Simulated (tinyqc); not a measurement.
One-diode model of a solar cell: one step of the calculation.

J is the current delivered and Vj = V + J Rs the junction voltage. J = X JL - J01 (exp(Vj/(n1 Vt)) - 1) - Vj/Rp. The photocurrent does not depend on voltage.

Task. New Vj. Maximum power: dP/dVj = f = J (1 + 2 Rs G) - G Vj = 0. G = -dJ/dVj = J01 exp(Vj/(n1 Vt))/(n1 Vt) + 1/Rp. H = dG/dVj; f' = -2 G - 2 Rs G^2 + (2 Rs J - Vj) H; Vj(new) = Vj - f/f'.

Values chosen for this exercise; values of the order met in cells of a lead-halide perovskite:
- T = 323 K (temperature)
- JL = 24.1 mA/cm^2 (photocurrent at one sun)
- X = 1 suns (concentration)
- J01 = 2.1e-12 A/cm^2 (saturation current of the diode)
- n1 = 1.47 (ideality factor of the diode)
- Rs = 0.35 ohm cm^2 (series resistance)
- Rp = 20000 ohm cm^2 (shunt resistance)

Constants: q = 1.602176634e-19 C, kB = 1.380649e-23 J/K, Vt = kB T/q. Results are converted to the units shown.

Vj at the start = 0.94775849 V

Wanted: J; G; H; f; f'; Vj after iteration 1.

Result.

J = -0.04739 mA/cm^2
G = 0.5891 S/cm^2
H = 14.40 S/(cm^2 V)
f = -558.4 mA/cm^2
f' = -15.07 S/cm^2
Vj after iteration 1 = 0.9107 V

Program tinyqc, `OMP_NUM_THREADS=1 python tinyqc.py 2280124 2280125 out.jsonl`; Intel Xeon 2.30GHz, shared host, one thread, about 0.01 s.
